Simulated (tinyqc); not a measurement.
Worked calculation: lattice vibrations of a chain. Computed by tinyqc, a small Python program that keeps every step. Command: `OMP_NUM_THREADS=1 python tinyqc.py 28203 28204 out.jsonl` (the two numbers bound the seeds that draw the settings). One thread of a shared host (Intel(R) Xeon(R) Processor @ 2.60GHz), about 0.01 s of CPU time with the checks.

## Dynamical matrix at q = 0.2

A chain moving along its axis:
```
atom    mass (u)  spring to the next atom (eV/angstrom^2)
1     103.100000                                24.800000
2      33.000000                                17.700000
3      62.000000                                 8.300000
```

q is in units of 2 pi/a. A spring k from atom i to atom j, n cells on, adds k to Phi_ii and Phi_jj, -k exp(2 pi i q n) to Phi_ij and the conjugate to Phi_ji (for one atom a cell: 2k (1 - cos 2 pi q n)); D_ij = Phi_ij / sqrt(m_i m_j).

D(q) (eV/(angstrom^2 u)):
```
                     1          2                    3
1             0.321048  -0.425173  -0.032080+0.098732i
2            -0.425173   1.287879            -0.391310
3  -0.032080-0.098732i  -0.391310             0.419355
```

## Frequencies

omega^2 are the eigenvalues; wavenumber = 521.4708 sqrt(eigenvalue) 1/cm.

eigenvalues: 0.035477  0.430711  1.562093

wavenumbers (1/cm): 98.2  342.2  651.8

weights |e|^2 of the mass-weighted modes:
```
          mode 1    mode 2    mode 3
atom 1  0.543026  0.364203  0.092771
atom 2  0.163825  0.021316  0.814859
atom 3  0.293149  0.614481  0.092370
```

## Dispersion and heat capacity

C/k_B per atom = mean over q = (j + 1/2)/80, j = 0..39 and all branches of y^2 e^y/(e^y - 1)^2, y = hc wavenumber / k_B T.

Wavenumbers (1/cm):
```
q           branch 1    branch 2    branch 3
0.000000    0.000000  361.403334  648.800302
0.062500   31.163349  359.457438  649.132804
0.125000   62.031666  353.716790  650.069770
0.187500   92.278968  344.466932  651.445567
0.250000  121.496945  332.182036  653.029700
0.312500  149.077406  317.588679  654.574335
0.375000  173.886256  301.947853  655.854607
0.437500  193.288223  288.000823  656.695812
0.500000  201.377343  281.722156  656.988579
```

Heat capacity:
```
T (K)  C/k_B per atom
20           0.061545
50           0.160207
100          0.328735
200          0.592663
300          0.750998
600          0.920060
1200         0.978520
```

zero-point energy per atom = 22.650842 meV
